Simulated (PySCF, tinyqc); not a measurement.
FCI on RHF in the sto-6g basis, for H3+, spin multiplicity 1, step by step. The lowest restricted solution is unstable here: a spin-polarised one lies 0.0047 hartree lower (PySCF). Computed by tinyqc, a small Python program that keeps every step (integrals from PySCF). Settings: charge = 1, multiplicity = 1, basis = sto-6g, method = RHF, energy threshold = 1e-10, iteration cap = 61, orthogonalisation = canonical, start = atomic densities, DIIS depth = 6, ci = FCI. Command: `OMP_NUM_THREADS=1 python tinyqc.py 21820 21821 out.jsonl` (the two numbers bound the seeds that draw the settings). One thread of a shared host (Intel(R) Xeon(R) Processor @ 2.60GHz), about 0.09 s of CPU time with the checks. Later iterations appear only in the table of the cycle.

## One-electron integrals

Geometry (angstrom):
```
atom         x         y         z
H     0.000000  0.000000  0.000000
H     0.000000  0.000000  1.556000
H     0.000000  1.482000  0.778000
```

Basis sto-6g: exponents (1/bohr^2) and contraction coefficients of normalised primitives:
```
element  l (shell)   exponent  coefficient
H            s (1)  35.523221     0.009164
H            s (1)   6.513144     0.049361
H            s (1)   1.822143     0.168538
H            s (1)   0.625955     0.370563
H            s (1)   0.243077     0.416492
H            s (1)   0.100112     0.130334
```

Overlap, kinetic and nuclear-attraction integrals over the contracted functions; the nuclear repulsion is the sum of Za Zb / Rab.

nuclear repulsion = 0.97239439 hartree

overlap S, order 1H 1s, 2H 1s, 3H 1s:
$$\begin{pmatrix}
1.000000 & 0.236857 & 0.198977 \\
0.236857 & 1.000000 & 0.198977 \\
0.198977 & 0.198977 & 1.000000
\end{pmatrix}$$

kinetic energy T (hartree), order 1H 1s, 2H 1s, 3H 1s:
$$\begin{pmatrix}
0.768522 & 0.004341 & -0.003081 \\
0.004341 & 0.768522 & -0.003081 \\
-0.003081 & -0.003081 & 0.768522
\end{pmatrix}$$

nuclear attraction V (hartree), order 1H 1s, 2H 1s, 3H 1s:
$$\begin{pmatrix}
-1.894118 & -0.382350 & -0.314374 \\
-0.382350 & -1.894118 & -0.314374 \\
-0.314374 & -0.314374 & -1.870649
\end{pmatrix}$$

core Hamiltonian H = T + V (hartree), order 1H 1s, 2H 1s, 3H 1s:
$$\begin{pmatrix}
-1.125596 & -0.378009 & -0.317455 \\
-0.378009 & -1.125596 & -0.317455 \\
-0.317455 & -0.317455 & -1.102127
\end{pmatrix}$$

## Two-electron integrals

Functions are numbered as in S; the eight-fold symmetry (ij|kl) = (ji|kl) = (kl|ij) leaves the list below.

Two-electron integrals (ij|kl) in chemists' order, unique and non-zero (hartree):
```
(11|11) 0.774999   (21|11) 0.124786   (21|21) 0.031403   (22|11) 0.334517
(22|21) 0.124786   (22|22) 0.774999   (31|11) 0.101318   (31|21) 0.021390
(31|22) 0.070625   (31|31) 0.021578   (32|11) 0.070625   (32|21) 0.021390
(32|22) 0.101318   (32|31) 0.018179   (32|32) 0.021578   (33|11) 0.312685
(33|21) 0.079956   (33|22) 0.312685   (33|31) 0.101318   (33|32) 0.101318
(33|33) 0.774999
```

## Orthogonalisation

S = U s U^T; canonical form X = U s^(-1/2), so that X^T S X = 1. Each column of U has its largest component positive (the first on a tie).

eigenvalues of S: [0.763143, 0.813127, 1.423731]

X, order 1H 1s, 2H 1s, 3H 1s:
$$\begin{pmatrix}
0.809435 & -0.433810 & 0.493669 \\
-0.809435 & -0.433810 & 0.493669 \\
0.000000 & 0.923817 & 0.463639
\end{pmatrix}$$

## Starting guess

The start is atomic minimal-basis densities projected into this basis (PySCF's MINAO start) and scaled to the electron count of each spin; this density is not idempotent, so its energy is not variational and may lie below the converged one.

D at the start, order 1H 1s, 2H 1s, 3H 1s:
$$\begin{pmatrix}
0.646755 & 0.047239 & 0.043338 \\
0.047239 & 0.646755 & 0.043338 \\
0.043338 & 0.043338 & 0.649620
\end{pmatrix}$$

## Iteration 1: building the Fock matrix

J_ij = sum D_kl (ij|kl), K_ij = sum D_kl (ik|jl); F = H + J - 0.5 K; E = tr D H + tr D J / 2 - 0.25 tr D K + E_nn.

Coulomb J (hartree), order 1H 1s, 2H 1s, 3H 1s:
$$\begin{pmatrix}
0.947404 & 0.220028 & 0.182491 \\
0.220028 & 0.947404 & 0.182491 \\
0.182491 & 0.182491 & 0.933033
\end{pmatrix}$$

exchange K (hartree), order 1H 1s, 2H 1s, 3H 1s:
$$\begin{pmatrix}
0.557987 & 0.198483 & 0.168267 \\
0.198483 & 0.557987 & 0.168267 \\
0.168267 & 0.168267 & 0.550648
\end{pmatrix}$$

Fock matrix F (hartree), order 1H 1s, 2H 1s, 3H 1s:
$$\begin{pmatrix}
-0.457186 & -0.257222 & -0.219098 \\
-0.257222 & -0.457186 & -0.219098 \\
-0.219098 & -0.219098 & -0.444417
\end{pmatrix}$$

total energy of this density = -0.63012378 hartree

This density is the starting one; it is not idempotent, so its energy is not variational and may lie below the converged one.

## Iteration 1: diagonalisation and new density

Diagonalise F' = X^T F X, C = X C', fill 1 alpha and 1 beta electrons from the bottom; D = 2 C_occ C_occ^T. Each column has its largest component positive (the first on a tie).

F' = X^T F X (hartree):
$$\begin{pmatrix}
-0.262026 & 0.000000 & 0.000000 \\
0.000000 & -0.296949 & 0.003933 \\
0.000000 & 0.003933 & -0.644341
\end{pmatrix}$$

orbital energies (hartree): MO1 -0.644385, MO2 -0.296905, MO3 -0.262026

coefficients C, order 1H 1s, 2H 1s, 3H 1s:
$$\begin{pmatrix}
0.498548 & -0.428195 & 0.809435 \\
0.498548 & -0.428195 & -0.809435 \\
0.453153 & 0.929006 & 0.000000
\end{pmatrix}$$

D after iteration 1, order 1H 1s, 2H 1s, 3H 1s:
$$\begin{pmatrix}
0.497100 & 0.497100 & 0.451837 \\
0.497100 & 0.497100 & 0.451837 \\
0.451837 & 0.451837 & 0.410695
\end{pmatrix}$$

## Iteration 10 (converged): orbitals

converged F (hartree), order 1H 1s, 2H 1s, 3H 1s:
$$\begin{pmatrix}
-0.489825 & -0.347729 & -0.306244 \\
-0.347729 & -0.489825 & -0.306244 \\
-0.306244 & -0.306244 & -0.478814
\end{pmatrix}$$

As before.

F' = X^T F X (hartree):
$$\begin{pmatrix}
-0.186198 & 0.000000 & 0.000000 \\
0.000000 & -0.232956 & -0.002486 \\
0.000000 & -0.002486 & -0.791544
\end{pmatrix}$$

orbital energies (hartree): MO1 -0.791555, MO2 -0.232945, MO3 -0.186198

coefficients C, order 1H 1s, 2H 1s, 3H 1s:
$$\begin{pmatrix}
0.491734 & -0.436003 & 0.809435 \\
0.491734 & -0.436003 & -0.809435 \\
0.467745 & 0.921745 & 0.000000
\end{pmatrix}$$

D after iteration 10, order 1H 1s, 2H 1s, 3H 1s:
$$\begin{pmatrix}
0.483605 & 0.483605 & 0.460013 \\
0.483605 & 0.483605 & 0.460013 \\
0.460013 & 0.460013 & 0.437572
\end{pmatrix}$$

## Convergence

Stop when the energy changes by less than 1e-10 hartree and every element of the error matrix X^T (F D S - S D F) X is below 3e-06.

Course of the cycle:
```
iteration  E (hartree)     change  largest element of the error matrix
1          -0.63012378          -                             3.43e-03
2          -1.07922927  -4.49e-01                             1.76e-02
3          -1.07934601  -1.17e-04                             1.34e-02
4          -1.07936483  -1.88e-05                             1.26e-02
5          -1.07937654  -1.17e-05                             1.21e-02
6          -1.07938543  -8.89e-06                             1.17e-02
7          -1.07939287  -7.44e-06                             1.13e-02
8          -1.07950769  -1.15e-04                             4.34e-05
9          -1.07950769  -1.67e-09                             4.56e-07
10         -1.07950769  -1.84e-13                             4.37e-08
```

PySCF RHF in the same basis = -1.07950769 hartree

Converged in 10 iterations.

## Populations, bond orders and dipole

Mulliken: Z minus the diagonal of D S on the atom; Loewdin: the same with S^(1/2) D S^(1/2); Mayer order: 2 sum_s sum (D(s) S)_ij (D(s) S)_ji over the two atoms.

Charges (e):
```
atom  Mulliken   Loewdin
1H    0.310318  0.310156
2H    0.310318  0.310156
3H    0.379364  0.379688
```

Mayer bond orders:
```
pair     order
2-1   0.475661
3-1   0.428041
3-2   0.428041
```

dipole moment about the origin, x y z (debye): [0.000000, 2.700448, 3.736893]

## Integrals over molecular orbitals

(pq|rs) = sum C_ip C_jq C_kr C_ls (ij|kl), one index at a time.

one-electron integrals over orbitals h = C^T H C (hartree):
$$\begin{pmatrix}
-1.260347 & 0.011272 & 0.000000 \\
0.011272 & -0.997728 & 0.000000 \\
0.000000 & 0.000000 & -0.979616
\end{pmatrix}$$

Two-electron integrals over orbitals (pq|rs), unique and non-zero (hartree):
```
(11|11) 0.468791    (21|11) -0.011272   (21|21) 0.155140    (22|11) 0.459962
(22|21) 0.120082    (22|22) 0.577272    (31|31) 0.159043    (32|31) -0.111801
(32|32) 0.081181    (33|11) 0.476230    (33|21) -0.120384   (33|22) 0.383795
(33|33) 0.577946
```

## FCI: determinants and Hamiltonian

Hartree-Fock energy = -1.07950769 hartree

Slater-Condon rules over spin orbitals, with the nuclear repulsion added and E(HF) subtracted on the diagonal.

Occupation strings over the orbitals (2 doubly, a alpha, b beta, 0 empty; spin orbitals ordered 1a 1b 2a 2b ...): 200 ab0 a0b ba0 b0a 020 0ab 0ba 002

H - E(HF) between determinants (hartree):
```
          200        ab0        a0b        ba0        b0a        020        0ab        0ba
200  0.000000   0.000000   0.000000   0.000000   0.000000   0.155140   0.000000   0.000000
ab0  0.000000   0.253789   0.000000  -0.155140   0.000000   0.131354   0.000000   0.000000
a0b  0.000000   0.000000   0.288170   0.000000  -0.159043   0.000000  -0.109112   0.111801
ba0  0.000000  -0.155140   0.000000   0.253789   0.000000  -0.131354   0.000000   0.000000
b0a  0.000000   0.000000  -0.159043   0.000000   0.288170   0.000000   0.111801  -0.109112
020  0.155140   0.131354   0.000000  -0.131354   0.000000   0.633719   0.000000   0.000000
0ab  0.000000   0.000000  -0.109112   0.000000   0.111801   0.000000   0.458353  -0.081181
0ba  0.000000   0.000000   0.111801   0.000000  -0.109112   0.000000  -0.081181   0.458353
002  0.159043  -0.111801   0.000000   0.111801   0.000000   0.081181   0.000000   0.000000

           002
200   0.159043
ab0  -0.111801
a0b   0.000000
ba0   0.111801
b0a   0.000000
020   0.081181
0ab   0.000000
0ba   0.000000
002   0.670616
```

## FCI: roots

Diagonalise (each vector has its largest component positive (the first on a tie)); all determinants have Ms = 0, so triplets appear too. The lowest singlet root is the correlation energy.

lowest roots of this matrix, relative to E(HF) (hartree): [-0.062160, 0.098649, 0.129097, 0.232554, 0.267689, 0.377202, 0.719058, 0.745945]

lowest vectors, order 200, ab0, a0b, ba0, b0a, 020, 0ab, 0ba, 002:
$$\begin{pmatrix}
0.962807 & 0.000000 & 0.000000 & -0.030792 \\
0.011530 & 0.707107 & 0.000000 & 0.572729 \\
0.000000 & 0.000000 & 0.707065 & 0.000000 \\
-0.011530 & 0.707107 & 0.000000 & -0.572729 \\
0.000000 & 0.000000 & 0.707065 & 0.000000 \\
-0.197589 & 0.000000 & 0.000000 & -0.441116 \\
0.000000 & 0.000000 & -0.007664 & 0.000000 \\
0.000000 & 0.000000 & -0.007664 & 0.000000 \\
-0.183561 & 0.000000 & 0.000000 & 0.385267
\end{pmatrix}$$

<S^2> of these roots: [0.000000, 2.000000, 2.000000, 0.000000, 0.000000, 2.000000, 0.000000, 0.000000]

weight of the ground state by excitation level 0, 1, 2, ...: [0.926998, 0.000266, 0.072736]
